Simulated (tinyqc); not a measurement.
# Changing the work of adhesion W_a

Model: equilibrium crystal shape, supported particles, Gibbs-Thomson effect and coarsening. Computed by tinyqc, a small Python program. Command: `OMP_NUM_THREADS=1 python tinyqc.py 3001889 3001890 out.jsonl wulff sweep`. One thread of a shared host (Intel(R) Xeon(R) Processor @ 2.30GHz), about 0.2 s of CPU time with the checks.

A cubic crystal bounded by {100}, {110} and {111} facets only.

Inputs (values chosen for the exercise, modelled on nickel): atomic volume Omega = 10.94 angstrom^3; atoms in the particle N = 340.

Surface energies: given.

surface energies gamma(100), gamma(110), gamma(111) (J/m^2): 2.25  2.35  2

Constants: e = 1.602176634e-19 C.

Method:
- The energies and Omega are given.
- Wulff construction: the facet planes lie at distances lambda gamma from the centre, and the shape is the region inside all of them; V = (1/3) sum of area x distance. gamma_mean = sum A gamma / sum A; shape factor eta = A/V^(2/3) (4.836 for a sphere). lambda follows from V = N Omega.
- Winterbottom: the particle sits on its largest facet family, {111}, with energy gamma_f; the substrate plane cuts the shape at the distance lambda (gamma_f - W_a) below the centre. Height over that of the free particle at the same lambda = (2 gamma_f - W_a)/(2 gamma_f). An isotropic particle with gamma_mean has cos(theta) = W_a/gamma_mean - 1 (Young-Dupre); a film dewets into particles whenever W_a < 2 gamma.

One run for each value:
```
work of adhesion W_a (J/m^2)  relative height  contact angle theta (degrees)
0.10                                   0.9750                         162.21
0.39                                   0.9025                         144.44
0.67                                   0.8325                         132.81
0.96                                   0.7600                         122.74
1.20                                   0.7000                         115.22
1.50                                   0.6250                         106.42
1.80                                   0.5500                          98.00
2.10                                   0.4750                          89.75
2.40                                   0.4000                          81.50
```

What does the table show, and why?

Over the rows, relative height falls from 0.975 to 0.400; contact angle theta (degrees) falls from 162 to 81.5. The height and cos(theta) are both linear in W_a: adhesion sinks the particle into the substrate plane.

Caution (all rows): below a few thousand atoms edges and corners add to the energy and facets hold few atoms.

Extremes, crossings and ranges named in words are read from the listed rows.
